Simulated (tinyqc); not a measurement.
# From one set of inputs to another, one input at a time

Model: lateral field, substrate current, probability of reaching the oxide barrier and hot-carrier lifetime of a silicon transistor (pseudo-two-dimensional and lucky-electron models). Computed by tinyqc, a small Python program. Command: `OMP_NUM_THREADS=1 python tinyqc.py 3024439 3024440 out.jsonl hotcar ladder`. One thread of a shared host (Intel(R) Xeon(R) Processor @ 2.30GHz), about 0.01 s of CPU time with the checks.

Local-field models: a lucky carrier gains its energy at the peak field over a path free of collisions. Voltages are magnitudes.

The inputs printed are set A. Set A is modelled on a silicon n-channel; the values taken over come from a set modelled on a silicon p-channel. Inputs not listed in the table keep their values of set A, so the rows need not describe a real material.

Inputs (values chosen for the exercise, modelled on a silicon n-channel): channel length L = 750 nm; oxide thickness t = 14 nm; junction depth x_j = 190 nm; mobility mu = 410 cm^2/(V s); saturation velocity v_s = 0.9 1e7 cm/s; threshold voltage V_T = 0.49 V; gate voltage V_G = 1.9 V; drain voltage V_D = 3.3 V; ionisation prefactor A_i = 2.1e+06 1/cm; ionisation field B_i = 1.63 MV/cm; hot-carrier mean free path lambda = 7.9 nm; oxide barrier phi_b = 3.1 eV; interface-trap threshold phi_it = 3.8 eV; lifetime constant H = 30 s microampere/micrometre.

Drain: abrupt.

Constants: eps_0 = 8.8541878128e-12 F/m.

Method:
- C_ox = 3.9 eps_0/t; F_sat = 2 v_s/mu; V_Dsat = V_ov F_sat L/(V_ov + F_sat L), V_ov = V_G - V_T; I_D/W = C_ox v_s (V_ov - V_Dsat).
- Scale length l = 0.22 t^(1/3) x_j^(1/2) (all in cm); F_m = sqrt(((V_D - V_Dsat)/l_e)^2 + F_sat^2), with l_e = l; length of the velocity-saturated region l_e ln((V_D - V_Dsat)/(l_e F_sat) + F_m/F_sat).
- Substrate current I_sub/I_D = (A_i/B_i)(V_D - V_Dsat) exp(-B_i/F_m); probability of reaching the oxide barrier exp(-phi_b/(e lambda F_m)); lifetime tau = (H/(I_D/W)) exp(phi_it/(e lambda F_m)).
- V_10 solves tau = 3.156e8 s at the given V_G. The extrapolation fits ln(tau) against 1/V_D at 1, 1.08, 1.16 and 1.25 times the given V_D (rounded to 3 digits) by least squares and reads off the same tau.

Each row keeps all changes above it; columns: (1) input moved; (2) from; (3) to; (4) peak field F_m (kV/cm); (5) drain current I_D/W (microampere/micrometre); (6) ten-year drain voltage V_10 (V):
```
(1)                                      (2)   (3)     (4)     (5)     (6)
set A                                      -     -  220.01   93.85  3.4339
channel length L (nm)                    750   320  245.97  156.79  3.0890
oxide thickness t (nm)                    14   5.8  327.60  378.45  2.4082
gate voltage V_G (V)                     1.9   2.5  312.34  633.94  2.4908
hot-carrier mean free path lambda (nm)   7.9   5.4  312.34  633.94  3.2899
junction depth x_j (nm)                  190   100  428.51  633.94  2.6137
ionisation field B_i (MV/cm)            1.63  3.81  428.51  633.94  2.6137
mobility mu (cm^2/(V s))                 410   140  359.80  353.48  3.0462
```

Peak field F_m goes from 220 to 360, a factor 1.64 in all. The largest single move comes from junction depth x_j (a factor 1.37), and mobility mu works against it (a factor 0.840). Drain current I_D/W goes from 93.8 to 353, a factor 3.77 in all. The largest single move comes from oxide thickness t (a factor 2.41), and mobility mu works against it (a factor 0.558). Ten-year drain voltage V_10 goes from 3.43 to 3.05, a factor 0.887 in all. The largest single move comes from hot-carrier mean free path lambda (a factor 1.32), but it runs against the net change; the largest move in the direction of the net change is oxide thickness t (a factor 0.780). The single moves hold for this order of the switches; the total does not depend on the order.

Caution (all rows): the empirical formula for l was fitted to oxides of about 15 nm or more; for thinner ones it is an extrapolation. Caution (all rows): e V_D is below phi_b or phi_it, so the available energy, not the field, limits hot carriers, and the lucky-electron formulas overstate them. Caution (rows channel length L, oxide thickness t, gate voltage V_G, hot-carrier mean free path lambda): the saturated region fills most of the channel, so the split into two regions is rough.

Extremes, crossings and ranges named in words are read from the listed rows.
